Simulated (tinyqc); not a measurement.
Inside a calculation. Model: decay of LO phonons and the hot-phonon bottleneck in the cooling of electrons. Computed by tinyqc, a small Python program that keeps every step. Command: `OMP_NUM_THREADS=1 python tinyqc.py 3002430 3002431 out.jsonl hotphonon walk`. One thread of a shared host (Intel(R) Xeon(R) Processor @ 2.30GHz), about 0.01 s of CPU time with the checks. Intermediate numbers are printed to about 6 digits and carried at full precision; extremes and crossings named in words are read from the listed rows.

n(E, T) = 1/(exp(E/(k_B T)) - 1) is the Bose occupation. Electrons have a temperature T_e; the LO modes within their reach share one occupation N; the decay products stay at the lattice temperature.

Inputs (values chosen for the exercise, modelled on silicon carbide):
```
quantity                                             value    unit
LO energy hbar omega                                   117     meV
lifetime at T = 0, tau_0                               4.8      ps
share f of the energy in the softer product           0.34       -
lattice temperature T                                  500       K
electron mass m*                                     0.334     m_0
eps_inf                                               6.67       -
static dielectric constant eps_s                       9.6       -
electron density n                                 7.7e+18  1/cm^3
density of LO modes that the electrons reach, N_m  7.8e+18  1/cm^3
power supplied per electron P                          4.2      nW
step factor                                            3.5       -
```

Decay channel: two unequal phonons (Ridley).

Constants: k_B = 8.617333262e-05 eV/K; c = 299792458 m/s; e^2/(4 pi eps_0) = 14.39964548 eV angstrom; hbar^2/(2 m_0) = 3.80998212 eV angstrom^2; hbar = 6.582119569e-16 eV s; e = 1.602176634e-19 C.

## Lifetime and Raman width

Decay rate 1/tau = (1/tau_0) [1 + n(f hbar omega) + n((1 - f) hbar omega)]. Full width Gamma = 1/(2 pi c tau) in 1/cm, c in cm/s.

thermal factor tau_0/tau = 1.85888

phonon lifetime tau = 2.58219 ps

Raman width Gamma = 2.05594 1/cm

equilibrium LO occupation N_0 = 0.0708641

Stimulated decay shortens the lifetime by 46 %.

## Spontaneous emission time

Froehlich coupling alpha = (e^2/(4 pi eps_0)) (1/eps_inf - 1/eps_s) k_0/(2 hbar omega), k_0 = sqrt(m* hbar omega/(hbar^2/(2 m_0))); emission time tau_sp = hbar/(2 alpha hbar omega); bottleneck ratio r = (n/N_m) tau/tau_sp.

alpha = 0.285175

emission time tau_sp = 9.86367 fs

bottleneck ratio r = 258.432

r compares the rate at which electrons exchange quanta with a mode to its decay rate. Exchange outruns decay, so a hot population builds up if the power is high enough.

## Electron and phonon temperatures in closed form

Net emission per electron: [(N + 1) x - N]/tau_sp with x = exp(-hbar omega/(k_B T_e)), a simple two-level balance; steady state of the modes: n [(N + 1) x - N]/tau_sp = N_m (N - N_0)/tau; power per electron P = hbar omega [(N + 1) x - N]/tau_sp. With p = P tau_sp/(hbar omega): N = N_0 + r p and x = (p + N)/(N + 1); without hot phonons N = N_0. The mode temperature T_LO solves n(hbar omega, T_LO) = N.

reduced power p = 0.00221000

LO occupation N = 0.641998

electron temperature T_e = 1451.11 K

T_e without hot phonons = 505.719 K

mode temperature T_LO = 1445.80 K

Hot phonons raise T_e by 945 K. T_LO lies close to T_e: electrons and LO modes form one hot system, cooled only by the decay. Caution: at such T_e upper valleys, non-parabolic bands or other phonons can take part.

## The same balance by iteration

Eliminating N gives P(T_e) = (hbar omega/tau_sp) [(N_0 + 1) x - N_0]/[1 + r (1 - x)]. Newton steps on ln P against ln T_e, times the step factor, each limited to 0.7 in ln T_e and to keeping a fifth of T_e - T; start at 1.5 T; stop when |ln(P/P(T_e))| < 1e-9 or after 40 steps.

Iterations:
```
step  T_e (K)  P(T_e) (nW)  ln(P/P(T_e))
0      750.00      0.91310       1.52599
1     1510.31      4.49650      -0.06822
2     1310.95      3.50499       0.18090
3     1849.52      6.21904      -0.39253
4      918.44      1.64282       0.93867
5     1849.52      6.21904      -0.39253
6      918.44      1.64282       0.93867
7     1849.52      6.21904      -0.39253
8      918.44      1.64282       0.93867
...       ...          ...           ...
31    1849.52      6.21904      -0.39253
32     918.44      1.64282       0.93867
33    1849.52      6.21904      -0.39253
34     918.44      1.64282       0.93867
35    1849.52      6.21904      -0.39253
36     918.44      1.64282       0.93867
37    1849.52      6.21904      -0.39253
38     918.44      1.64282       0.93867
39    1849.52      6.21904      -0.39253
```

converged (1 yes, 0 no) = 0

T_e from the iteration = 918.444 K

Not converged: the residual has stopped falling and repeats with period one or two: the iteration swings between two states. Near the root each step multiplies the error by 1 - (step factor) = -2.50.

Reruns converge with step factor = 1.0; or with step factor = 0.7.
